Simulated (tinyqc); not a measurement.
Two-band k.p model of the Delta valleys near the X point under shear strain: one step. The two bands along kz. Two cases, with inputs chosen for the exercise.

Problem. kx = ky = 0, kz from 0 to 1.6 k0 in steps of 0.2 k0, with and without the strain.

Valley pair on the [001] axis, kz counted from the X point, c = hbar^2/2m0, k0 = kx0 2 pi/a. H = (c kz^2/ml + c (kx^2 + ky^2)/mt + c k0^2/ml) 1 + (2 c k0 kz/ml) sigma_z + (D exy - 2 c kx ky/Mp) sigma_x, so E = c kz^2/ml + c (kx^2 + ky^2)/mt + c k0^2/ml -/+ sqrt((2 c k0 kz/ml)^2 + (D exy - 2 c kx ky/Mp)^2). Without strain the lower band has its minima, E = 0, at kz = +/- k0. Shifts from diagonal strain are left out.

Constants: hbar^2/2m0 = 3.80998211 eV angstrom^2.

Give: a table of kz/k0, kz (1/angstrom), lower, upper, lower, no strain, upper, no strain.

Case 1.

Values chosen (near those of Si; the results hold for these values, not for the real material): a = 5.428 angstrom (lattice constant); ml = 0.906 m0 (longitudinal mass); mt = 0.197 m0 (transverse mass); kx0 = 0.147 2 pi/a (distance of the minimum from X); D = 13 eV (shear deformation potential); Mp = 0.226 m0 (coupling mass); exy = -0.0091 (shear strain).

Solution.

Levels (eV):

| kz/k0 | kz (1/angstrom) | lower | upper | lower, no strain | upper, no strain |
|---|---|---|---|---|---|
| 0.0 | 0.0000 | 0.0035 | 0.2401 | 0.1218 | 0.1218 |
| 0.2 | 0.0340 | -0.0013 | 0.2546 | 0.0779 | 0.1753 |
| 0.4 | 0.0681 | -0.0120 | 0.2945 | 0.0438 | 0.2387 |
| 0.6 | 0.1021 | -0.0224 | 0.3536 | 0.0195 | 0.3117 |
| 0.8 | 0.1361 | -0.0282 | 0.4276 | 0.0049 | 0.3945 |
| 1.0 | 0.1702 | -0.0272 | 0.5143 | 0.0000 | 0.4870 |
| 1.2 | 0.2042 | -0.0182 | 0.6124 | 0.0049 | 0.5893 |
| 1.4 | 0.2382 | -0.0005 | 0.7213 | 0.0195 | 0.7013 |
| 1.6 | 0.2723 | 0.0263 | 0.8407 | 0.0438 | 0.8231 |

Case 2.

Values chosen (near those of Si; the results hold for these values, not for the real material): a = 5.429 angstrom (lattice constant); ml = 0.933 m0 (longitudinal mass); mt = 0.196 m0 (transverse mass); kx0 = 0.157 2 pi/a (distance of the minimum from X); D = 13.4 eV (shear deformation potential); Mp = 0.235 m0 (coupling mass); exy = 0.0029 (shear strain).

Solution.

Levels (eV):

| kz/k0 | kz (1/angstrom) | lower | upper | lower, no strain | upper, no strain |
|---|---|---|---|---|---|
| 0.0 | 0.0000 | 0.0960 | 0.1737 | 0.1348 | 0.1348 |
| 0.2 | 0.0363 | 0.0737 | 0.2067 | 0.0863 | 0.1941 |
| 0.4 | 0.0727 | 0.0417 | 0.2710 | 0.0485 | 0.2643 |
| 0.6 | 0.1090 | 0.0170 | 0.3497 | 0.0216 | 0.3451 |
| 0.8 | 0.1454 | 0.0019 | 0.4403 | 0.0054 | 0.4368 |
| 1.0 | 0.1817 | -0.0028 | 0.5421 | 0.0000 | 0.5393 |
| 1.2 | 0.2180 | 0.0031 | 0.6549 | 0.0054 | 0.6525 |
| 1.4 | 0.2544 | 0.0196 | 0.7786 | 0.0216 | 0.7766 |
| 1.6 | 0.2907 | 0.0468 | 0.9131 | 0.0485 | 0.9114 |

Computed by tinyqc, one run a case: `OMP_NUM_THREADS=1 python tinyqc.py N N+1 out.jsonl` with N = 1080863, 1081106; one thread of a shared Intel(R) Xeon(R) Processor @ 2.30GHz, about 0.01 s a run at most.
